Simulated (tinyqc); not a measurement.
Shallow acceptor in the spherical four-band model: one step. Ground state in the small basis. Five cases, with inputs chosen for the exercise.

Problem. Solve H u = E S u for the lowest level of the acceptor; the first half of the basis is L = 0 and the second L = 2. Give E, E without the f-g block, and the L = 2 weight u_g S_gg u_g with u S u = 1.

Give: E; E without coupling; L = 2 weight.

Case 1.

S:
```
,f1,f2,f3,g1,g2,g3
f1,1.000000,0.585199,0.184975,0,0,0
f2,0.585199,1.000000,0.586414,0,0,0
f3,0.184975,0.586414,1.000000,0,0,0
g1,0,0,0,1.000000,0.286445,0.019495
g2,0,0,0,0.286445,1.000000,0.287835
g3,0,0,0,0.019495,0.287835,1.000000
```

H (Ry*):
```
,f1,f2,f3,g1,g2,g3
f1,-0.830191,-1.012083,-1.146453,-1.058560,-0.303219,-0.020637
f2,-1.012083,1.943343,1.518923,-1.820942,-6.357035,-1.829778
f3,-1.146453,1.518923,28.517052,-0.741379,-10.945993,-38.028690
g1,-1.058560,-1.820942,-0.741379,1.571431,0.724985,0.011965
g2,-0.303219,-6.357035,-10.945993,0.724985,13.132450,6.363630
g3,-0.020637,-1.829778,-38.028690,0.011965,6.363630,87.569094
```

Solution.

E = -1.929 Ry*
E without coupling = -0.922 Ry*
L = 2 weight = 0.226

Without the coupling the exact value is -1, which this basis, tuned to the compact coupled state, misses by 0.078. The coupling to L = 2 takes the level to 1.93 times that exact value.

Case 2.

S:
```
,f1,f2,g1,g2
f1,1.000000,0.585109,0,0
f2,0.585109,1.000000,0,0
g1,0,0,1.000000,0.286342
g2,0,0,0.286342,1.000000
```

H (Ry*):
```
,f1,f2,g1,g2
f1,0.440258,0.093093,-4.478352,-1.282341
f2,0.093093,16.121582,-7.703138,-26.901876
g1,-4.478352,-7.703138,7.848804,3.762428
g2,-1.282341,-26.901876,3.762428,54.336177
```

Solution.

E = -2.431 Ry*
E without coupling = 0.439 Ry*
L = 2 weight = 0.272

Without the coupling the exact value is -1, which this basis, tuned to the compact coupled state, misses by 1.439. The coupling to L = 2 takes the level to 2.43 times that exact value.

Case 3.

S:
```
,f1,f2,f3,g1,g2,g3
f1,1.000000,0.585479,0.185075,0,0,0
f2,0.585479,1.000000,0.586374,0,0,0
f3,0.185075,0.586374,1.000000,0,0,0
g1,0,0,0,1.000000,0.286765,0.019520
g2,0,0,0,0.286765,1.000000,0.287789
g3,0,0,0,0.019520,0.287789,1.000000
```

H (Ry*):
```
,f1,f2,f3,g1,g2,g3
f1,-0.823115,-1.008817,-1.163057,-1.122569,-0.321914,-0.021913
f2,-1.008817,2.137885,1.704551,-1.931483,-6.735416,-1.938381
f3,-1.163057,1.704551,30.058357,-0.786604,-11.597148,-40.297360
g1,-1.122569,-1.931483,-0.786604,1.667005,0.771777,0.014567
g2,-0.321914,-6.735416,-11.597148,0.771777,13.776205,6.677644
g3,-0.021913,-1.938381,-40.297360,0.014567,6.677644,91.631124
```

Solution.

E = -1.987 Ry*
E without coupling = -0.911 Ry*
L = 2 weight = 0.233

Without the coupling the exact value is -1, which this basis, tuned to the compact coupled state, misses by 0.089. The coupling to L = 2 takes the level to 1.99 times that exact value.

Case 4.

S:
```
,f1,f2,f3,g1,g2,g3
f1,1.000000,0.585086,0.184811,0,0,0
f2,0.585086,1.000000,0.586135,0,0,0
f3,0.184811,0.586135,1.000000,0,0,0
g1,0,0,0,1.000000,0.286316,0.019455
g2,0,0,0,0.286316,1.000000,0.287516
g3,0,0,0,0.019455,0.287516,1.000000
```

H (Ry*):
```
,f1,f2,f3,g1,g2,g3
f1,-0.732666,-0.948960,-1.275041,-1.657992,-0.474709,-0.032256
f2,-0.948960,3.869730,3.368013,-2.851832,-9.960444,-2.863786
f3,-1.275041,3.368013,43.351846,-1.160250,-17.146806,-59.637770
g1,-1.657992,-2.851832,-1.160250,2.476645,1.159980,0.036967
g2,-0.474709,-9.960444,-17.146806,1.159980,19.289856,9.369009
g3,-0.032256,-2.863786,-59.637770,0.036967,9.369009,126.260984
```

Solution.

E = -2.454 Ry*
E without coupling = -0.796 Ry*
L = 2 weight = 0.280

Without the coupling the exact value is -1, which this basis, tuned to the compact coupled state, misses by 0.204. The coupling to L = 2 takes the level to 2.45 times that exact value.

Case 5.

S:
```
,f1,f2,g1,g2
f1,1.000000,0.584311,0,0
f2,0.584311,1.000000,0,0
g1,0,0,1.000000,0.285432
g2,0,0,0.285432,1.000000
```

H (Ry*):
```
,f1,f2,g1,g2
f1,0.325527,-0.016173,-4.213392,-1.202639
f2,-0.016173,15.143559,-7.242759,-25.374684
g1,-4.213392,-7.242759,7.409615,3.538335
g2,-1.202639,-25.374684,3.538335,51.654565
```

Solution.

E = -2.355 Ry*
E without coupling = 0.323 Ry*
L = 2 weight = 0.266

Without the coupling the exact value is -1, which this basis, tuned to the compact coupled state, misses by 1.323. The coupling to L = 2 takes the level to 2.36 times that exact value.

Computed by tinyqc, one run a case: `OMP_NUM_THREADS=1 python tinyqc.py N N+1 out.jsonl` with N = 1280278, 1280371, 1280445, 1280796, 1280799; one thread of a shared Intel(R) Xeon(R) Processor @ 2.30GHz, about 0.08 s a run at most.
